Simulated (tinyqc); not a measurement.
## Thin-film resistivity, exact integral against the thick limit

Fuchs-Sondheimer for a film of thickness d, k = d/lam: rho0/rho = 1 - (3 (1 - ps)/(2 k)) int_1^infinity (t^-3 - t^-5)(1 - exp(-k t))/(1 - ps exp(-k t)) dt; thick limit rho/rho0 = 1 + 3 (1 - ps)/(8 k).

Parameters, values chosen for the exercise; metal values close to those of copper:
- rho0 = 1.63 uohm cm (bulk resistivity)
- lam = 40.7 nm (bulk mean free path)
- ps = 0 (specular share of surface scattering)

Result of one run:

| d (nm) | k | rho/rho0, exact | thick limit | error of the limit (%) | rho (uohm cm) |
|---|---|---|---|---|---|
| 15 | 0.3686 | 2.217 | 2.018 | -8.98 | 3.613 |

What becomes of these results when the film thickness d is changed from 15 to 29 nm, all else the same?

Result of the changed run:

| d (nm) | k | rho/rho0, exact | thick limit | error of the limit (%) | rho (uohm cm) |
|---|---|---|---|---|---|
| 29 | 0.7125 | 1.651 | 1.526 | -7.53 | 2.691 |

The whole series:

| d (nm) | k | rho/rho0, exact | thick limit | error of the limit (%) | rho (uohm cm) |
|---|---|---|---|---|---|
| 2 | 0.04914 | 7.825 | 8.631 | 10.3 | 12.75 |
| 3.9 | 0.09582 | 4.919 | 4.913 | -0.118 | 8.018 |
| 7.7 | 0.1892 | 3.199 | 2.982 | -6.79 | 5.215 |
| 15 | 0.3686 | 2.217 | 2.018 | -8.98 | 3.613 |
| 29 | 0.7125 | 1.651 | 1.526 | -7.53 | 2.691 |
| 56 | 1.376 | 1.331 | 1.273 | -4.39 | 2.169 |
| 110 | 2.703 | 1.159 | 1.139 | -1.71 | 1.889 |
| 210 | 5.160 | 1.078 | 1.073 | -0.524 | 1.758 |
| 410 | 10.07 | 1.039 | 1.037 | -0.139 | 1.693 |

rho/rho0 falls from 7.82 to 1.04. The error of the thick limit goes from 10 through a minimum of -9.0 (at d = 15 nm among the rows listed) to -0.14 %; it stays within 5 % for k of 1.376 and above among the rows listed. The change of sign at small k is a crossing of two different laws, not agreement.

tinyqc, about 0.01 s, one thread, Intel Xeon 2.30GHz (shared host): `OMP_NUM_THREADS=1 python tinyqc.py 2100046 2100047 out.jsonl`
